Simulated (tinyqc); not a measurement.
Surface Green function of a two-leg ladder, Sancho-Rubio decimation: two steps of the calculation.

A semi-infinite lead of cells 0, 1, 2, ... with H0 inside a cell and H1 = <cell i|H|cell i + 1>. One rung (site 1 on leg a, site 2 on leg b) is a cell; all hoppings enter with a minus sign. z = E + i eta.

Parameters, values chosen for the exercise:
```
symbol  value  unit     meaning
E       -4.75    eV      energy
eta       0.2    eV  broadening
```

Task 1. Decimation. Start with e_s = e = H0, a = H1, b = H1^dagger. Each round: g = (z - e)^(-1); e_s <- e_s + a g b; e <- e + a g b + b g a; a <- a g a; b <- b g b (all with the old a, b). Round k joins cells 2^k apart.

e_s after round 1 (eV):
```
	1	2
1	-2.1536718-0.1020669i	-1.6256491-0.0337761i
2	-1.6256491-0.0337761i	0.3116537-0.0285647i
```

e after round 1 (eV):
```
	1	2
1	-3.7346011-0.1725123i	-2.6113973-0.0844118i
2	-2.6113973-0.0844118i	-1.0572085-0.0901538i
```

a after round 1 (eV):
```
	1	2
1	-1.7064688-0.0803537i	-1.5488835-0.0739530i
2	-0.1952836-0.0154130i	-0.8759881-0.0362713i
```

b after round 1 (eV):
```
	1	2
1	-1.7064688-0.0803537i	-0.1952836-0.0154130i
2	-1.5488835-0.0739530i	-0.8759881-0.0362713i
```

Give: g; e_s after round 2; e after round 2; a after round 2; b after round 2.

Result 1.

g (1/eV):
```
	1	2
1	0.7647-0.6007i	0.5829-0.3615i
2	0.5829-0.3615i	0.1677-0.2291i
```

e_s after round 2 (eV):
```
	1	2
1	3.943-3.762i	0.015-1.040i
2	0.015-1.040i	0.701-0.311i
```

e after round 2 (eV):
```
	1	2
1	5.174-5.567i	2.337-3.067i
2	2.337-3.067i	3.109-2.638i
```

a after round 2 (eV):
```
	1	2
1	4.283-2.501i	4.818-2.876i
2	1.254-0.675i	1.336-0.785i
```

b after round 2 (eV):
```
	1	2
1	4.283-2.501i	1.254-0.675i
2	4.818-2.876i	1.336-0.785i
```

Task 2. Self-energy, Dyson check and densities of states. Sigma = H1 g_s H1^dagger is what the lead adds to one more cell, and (z - H0 - Sigma)^(-1) must give g_s back. Densities of states: -Im of the diagonals over pi.

H0 (eV):
```
	1	2
1	0	-0.93
2	-0.93	1.09
```

H1 (eV):
```
	1	2
1	-2.7	-1.35
2	0	-2.1
```

converged surface Green function g_s (1/eV):
```
	1	2
1	-0.17650315-0.19697307i	-0.02480847-0.08853101i
2	-0.02480847-0.08853101i	-0.19329175-0.04782774i
```

converged bulk Green function (1/eV):
```
	1	2
1	-0.04798201-0.16366716i	0.08554394-0.08732543i
2	0.08554394-0.08732543i	-0.13089602-0.07307514i
```

Find: Sigma; (z - H0 - Sigma)^(-1); surface density of states; bulk density of states.

Result 2.

Sigma (eV):
```
	1	2
1	-1.820-2.168i	-0.689-0.638i
2	-0.689-0.638i	-0.852-0.211i
```

(z - H0 - Sigma)^(-1) (1/eV):
```
	1	2
1	-0.1765-0.1970i	-0.0248-0.0885i
2	-0.0248-0.0885i	-0.1933-0.0478i
```

```
orbital	surface density of states (1/eV)	bulk density of states (1/eV)
1	0.06270	0.05210
2	0.01522	0.02326
```

Program tinyqc, `OMP_NUM_THREADS=1 python tinyqc.py 2680044 2680045 out.jsonl`; Intel Xeon 2.30GHz, shared host, one thread, about 0.06 s.
